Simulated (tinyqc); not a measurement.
Yield over energy: physical sputtering: collision-cascade yield, angular dependence, faceting and resputtering in deposition. Computed by tinyqc, a small Python program. Command: `OMP_NUM_THREADS=1 python tinyqc.py 3005263 3005264 out.jsonl sputter walk`. One thread of a shared host (Intel(R) Xeon(R) Processor @ 2.30GHz), about 0.01 s of CPU time with the checks.

Ions start collision cascades; atoms that reach the surface with more than U leave. The target is amorphous or fine-grained.

Inputs (values chosen for the exercise, modelled on argon ions on silicon): ion Z1 = 18; ion mass M1 = 39.95 u; target Z2 = 14; target mass M2 = 28.09 u; surface binding energy U = 4.63 eV; target density N = 49.9 1/nm^3; fit factor Q = 0.69; ion energy E = 2900 eV; current density J = 3.1 mA/cm^2.

Constants: e = 1.602176634e-19 C.

Method. gamma = 4 M1 M2/(M1 + M2)^2; threshold E_th = 6.7 U/gamma for M1 >= M2, else U (1 + 5.7 M1/M2)/gamma. eps = 0.03255 M2 E/(Z1 Z2 (M1 + M2) z), z = (Z1^(2/3) + Z2^(2/3))^(1/2), E in eV; s_n = 3.441 sqrt(eps) ln(eps + 2.718)/(1 + 6.355 sqrt(eps) + eps (6.882 sqrt(eps) - 1.708)); S_n = 84.78 Z1 Z2 M1 s_n/((M1 + M2) z) in eV angstrom^2; alpha = 0.249 (M2/M1)^0.56 + 0.0035 (M2/M1)^1.5 for M1 <= M2, else 0.0875 (M2/M1)^(-0.15) + 0.165 M2/M1; Y0 = 0.042 Q alpha S_n/U [1 - sqrt(E_th/E)]^2.5 (the electronic-loss factor of the full formula is dropped). Erosion rate = Y0 J/(e N); 1 cm^2 = 1e14 nm^2.

threshold E_th = 31.9931 eV

Normal incidence:
```
E (eV)         eps  S_n (eV angstrom^2)      Y0  Y0 per keV
50      7.4886e-04                282.9  0.0066     0.13210
100     1.4977e-03                377.4  0.0612     0.61176
200     2.9954e-03                494.2  0.1797     0.89846
300     4.4931e-03                573.0  0.2780     0.92665
500     7.4886e-03                682.3  0.4290     0.85807
1000    1.4977e-02                845.2  0.6732     0.67321
2000    2.9954e-02               1017.6  0.9460     0.47298
5000    7.4886e-02               1238.1  1.3103     0.26205
10000   1.4977e-01               1372.1  1.5463     0.15463
30000   4.4931e-01               1427.1  1.7121     0.05707
100000  1.4977e+00               1133.5  1.4124     0.01412
```

What does the comparison show, and why?

The yield per keV peaks at 300 eV among these rows, 9 times the threshold, the most economical range for removing atoms. Y0 varies as E^3.21 between the first rows and as E^-0.16 at the end; it peaks near 30000 eV, close to the broad maximum of nuclear stopping. Caution: the electronic-loss factor, dropped here, would lower the yields at the highest energies slightly.

Extremes, crossings and ranges named in words are read from the listed rows.
